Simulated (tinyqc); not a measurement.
Inside a calculation. Model: p-n diode, drift-diffusion by the Gummel loop with Scharfetter-Gummel fluxes.

Program tinyqc, `OMP_NUM_THREADS=1 python tinyqc.py 2240161 2240162 out.jsonl`; Intel Xeon 2.30GHz, shared host, one thread, about 0.2 s. Printed values are rounded.

Abrupt junction at x = 0, p side from -Lp, n side to Ln, ohmic contacts. psi is counted from the intrinsic level; n = ni exp((psi - phin)/Vt), p = ni exp((phip - psi)/Vt). Contacts: p side psi = V - Vt ln(Na/ni), p = Na, n = ni^2/Na; n side psi = Vt ln(Nd/ni), n = Nd, p = ni^2/Nd. Constant mobilities, D = mu Vt, Boltzmann statistics, SRH recombination through a mid-gap level, U = (n p - ni^2)/(tp (n + ni) + tn (p + ni)). Current is positive from the p contact to the n contact.

Values chosen for this exercise; band and dielectric values close to those of cadmium telluride: temperature T = 300 K; band gap Eg = 1.47 eV; relative permittivity eps_r = 10; conduction-band density of states at T Nc = 7.92e17 cm^-3; valence-band density of states at T Nv = 1.82e19 cm^-3; acceptor density of the p side Na = 4.5e17 cm^-3; donor density of the n side Nd = 1.1e16 cm^-3; electron mobility mun = 470 cm^2/(V s); hole mobility mup = 55 cm^2/(V s); SRH lifetime of electrons tn = 1e-7 s; SRH lifetime of holes tp = 6e-9 s; uniform generation rate G = 0 cm^-3 s^-1; bias of the p contact V = 0.77 V.

Constants: q = 1.602176634e-19 C, kB = 1.380649e-23 J/K, Vt = kB T/q, eps0 = 8.8541878128e-14 F/cm where lengths are in cm. Results are converted to the units shown.

## Intrinsic density and built-in voltage

ni = sqrt(Nc Nv) exp(-Eg/(2 Vt)), Eg in volts; Vbi = Vt ln(Na Nd/ni^2).

ni = 1.705853e6 cm^-3
Vbi = 1.263789 V

## Round 1: Poisson equation

| node | x (nm) | phin at the start (V) | phip at the start (V) |
|---|---|---|---|
| 0 | -2200 | 0.77 | 0.77 |
| 1 | -1040 | 0 | 0.77 |
| 2 | -490 | 0 | 0.77 |
| 3 | -224 | 0 | 0.77 |
| 4 | -97.2 | 0 | 0.77 |
| 5 | -36.2 | 0 | 0.77 |
| 6 | -7 | 0 | 0.77 |
| 7 | 7 | 0 | 0.77 |
| 8 | 32 | 0 | 0.77 |
| 9 | 76.5 | 0 | 0.77 |
| 10 | 156 | 0 | 0.77 |
| 11 | 297 | 0 | 0.77 |
| 12 | 550 | 0 | 0.77 |
| 13 | 1000 | 0 | 0 |

With phin and phip held, solve a_i (psi_(i+1) - psi_i) - a_(i-1) (psi_i - psi_(i-1)) + q w_i (p_i - n_i + C_i) = 0 for the inner nodes by Newton steps to convergence; a_i = eps0 eps_r/h_i, h_i = x_(i+1) - x_i, w_i = (h_(i-1) + h_i)/2, C = -Na or +Nd.

| node | psi (V) | n after Poisson (cm^-3) | p after Poisson (cm^-3) |
|---|---|---|---|
| 0 | 0.0901325 | 6.466525e-6 | 4.5e17 |
| 1 | 0.0901325 | 5.573161e7 | 4.500000e17 |
| 2 | 0.0901325 | 5.573161e7 | 4.500000e17 |
| 3 | 0.0901325 | 5.573162e7 | 4.500000e17 |
| 4 | 0.0901336 | 5.573385e7 | 4.499820e17 |
| 5 | 0.0903211 | 5.613971e7 | 4.467288e17 |
| 6 | 0.0982061 | 7.616079e7 | 3.292932e17 |
| 7 | 0.1680369 | 1.134587e9 | 2.210427e16 |
| 8 | 0.2635323 | 4.561315e10 | 5.498244e14 |
| 9 | 0.4011957 | 9.369867e12 | 2.676583e12 |
| 10 | 0.5490834 | 2.858496e15 | 8.773575e9 |
| 11 | 0.5823595 | 1.035503e16 | 2.421936e9 |
| 12 | 0.5838993 | 1.099051e16 | 2.281898e9 |
| 13 | 0.5839216 | 1.1e16 | 2.645397e-4 |

## Round 1: electron continuity

With psi and p held, F_i = (mun Vt/h_i) [n_(i+1) B(d_i) - n_i B(-d_i)], d_i = (psi_(i+1) - psi_i)/Vt, B(d) = d/(exp(d) - 1); solve F_i - F_(i-1) = w_i [(n_i p_i - ni^2)/den_i - G] for the new n, with den = tp (n + ni) + tn (p + ni) taken at the old n and p, h_i = x_(i+1) - x_i, w_i = (h_(i-1) + h_i)/2; phin = psi - Vt ln(n/ni).

| node | new n (cm^-3) | phin after round 1 (V) |
|---|---|---|
| 0 | 6.466525e-6 | 0.7700000 |
| 1 | 2.932547e7 | 0.0165993 |
| 2 | 4.334328e7 | 0.0064991 |
| 3 | 5.016152e7 | 0.0027222 |
| 4 | 5.342407e7 | 0.0010942 |
| 5 | 5.538987e7 | 0.0003476 |
| 6 | 7.602357e7 | 0.0000466 |
| 7 | 1.134401e9 | 0.0000043 |
| 8 | 4.561254e10 | 0.0000003 |
| 9 | 9.369808e12 | 0.0000002 |
| 10 | 2.858495e15 | 0.0000000 |
| 11 | 1.035503e16 | 0.0000000 |
| 12 | 1.099051e16 | 0.0000000 |
| 13 | 1.1e16 | 0.0000000 |

## Round 1: hole continuity

With psi and the new n held, F_i = (mup Vt/h_i) [p_(i+1) B(-d_i) - p_i B(d_i)], d_i = (psi_(i+1) - psi_i)/Vt, B(d) = d/(exp(d) - 1); solve F_i - F_(i-1) = w_i [(n_i p_i - ni^2)/den_i - G] for the new p, with den = tp (n + ni) + tn (p + ni) taken at the new n and the old p, h_i = x_(i+1) - x_i, w_i = (h_(i-1) + h_i)/2; phip = psi + Vt ln(p/ni).

| node | new p (cm^-3) | phip after round 1 (V) |
|---|---|---|
| 0 | 4.5e17 | 0.7700000 |
| 1 | 4.500000e17 | 0.7700000 |
| 2 | 4.499999e17 | 0.7700000 |
| 3 | 4.499999e17 | 0.7700000 |
| 4 | 4.499819e17 | 0.7700000 |
| 5 | 4.467287e17 | 0.7700000 |
| 6 | 3.292931e17 | 0.7700000 |
| 7 | 2.210427e16 | 0.7700000 |
| 8 | 5.498241e14 | 0.7700000 |
| 9 | 2.676261e12 | 0.7699969 |
| 10 | 8.706097e9 | 0.7698004 |
| 11 | 2.112259e9 | 0.7664632 |
| 12 | 1.208505e9 | 0.7535679 |
| 13 | 2.645397e-4 | 0.0000000 |

## Course of the Gummel loop

Stop when phin and phip change by less than 1e-8 V, or after 80 rounds. J = Jn at the p contact + Jp at the n contact + q sum w_i U_i - q G sum w_i over the inner nodes, which avoids differences of large majority fluxes: Jn = (q mun Vt/h_0)[n_1 B(d_0) - n_0 B(-d_0)], Jp = (q mup Vt/h_last)[p_(N-1) B(d_last) - p_N B(-d_last)], d_i = (psi_(i+1) - psi_i)/Vt, B(d) = d/(exp(d) - 1), w_i = (h_(i-1) + h_i)/2.

Course of the iteration:

| round | J (A/cm^2) | largest change of phin, phip (V) |
|---|---|---|
| 1 | 8.860047e-5 | 0.0166 |
| 2 | 8.860047e-5 | 5.06e-9 |

Converged in 2 rounds.

## Recombination and current

| node | converged psi (V) | converged n (cm^-3) | converged p (cm^-3) |
|---|---|---|---|
| 0 | 0.0901325 | 6.466525e-6 | 4.5e17 |
| 1 | 0.0901325 | 2.932546e7 | 4.500000e17 |
| 2 | 0.0901325 | 4.334327e7 | 4.500000e17 |
| 3 | 0.0901325 | 5.016151e7 | 4.500000e17 |
| 4 | 0.0901336 | 5.342406e7 | 4.499820e17 |
| 5 | 0.0903211 | 5.538986e7 | 4.467288e17 |
| 6 | 0.0982061 | 7.602356e7 | 3.292932e17 |
| 7 | 0.1680369 | 1.134400e9 | 2.210427e16 |
| 8 | 0.2635323 | 4.561254e10 | 5.498242e14 |
| 9 | 0.4011957 | 9.369808e12 | 2.676261e12 |
| 10 | 0.5490834 | 2.858495e15 | 8.706095e9 |
| 11 | 0.5823596 | 1.035503e16 | 2.112259e9 |
| 12 | 0.5838993 | 1.099051e16 | 1.208504e9 |
| 13 | 0.5839216 | 1.1e16 | 2.645397e-4 |

U_i as defined. J = Jn at the p contact + Jp at the n contact + q sum w_i U_i - q G sum w_i over the inner nodes, which avoids differences of large majority fluxes: Jn = (q mun Vt/h_0)[n_1 B(d_0) - n_0 B(-d_0)], Jp = (q mup Vt/h_last)[p_(N-1) B(d_last) - p_N B(-d_last)], d_i = (psi_(i+1) - psi_i)/Vt, B(d) = d/(exp(d) - 1), w_i = (h_(i-1) + h_i)/2.

| node | U (cm^-3 s^-1) |
|---|---|
| 0 | 0 |
| 1 | 2.932546e14 |
| 2 | 4.334327e14 |
| 3 | 5.016151e14 |
| 4 | 5.342406e14 |
| 5 | 5.538986e14 |
| 6 | 7.602356e14 |
| 7 | 1.134400e16 |
| 8 | 4.561231e17 |
| 9 | 7.743223e19 |
| 10 | 1.450942e18 |
| 11 | 3.520419e17 |
| 12 | 2.014170e17 |
| 13 | 0 |

Jn at the p contact = 4.921407e-7 A/cm^2
Jp at the n contact = 6.115269e-6 A/cm^2
recombination = 8.199306e-5 A/cm^2
generation = 0 A/cm^2
J = 8.860047e-5 A/cm^2

A 500-node mesh gives J = 6.795e-5 A/cm^2; this mesh differs from it by 2.1e-5 A/cm^2 (30 %).
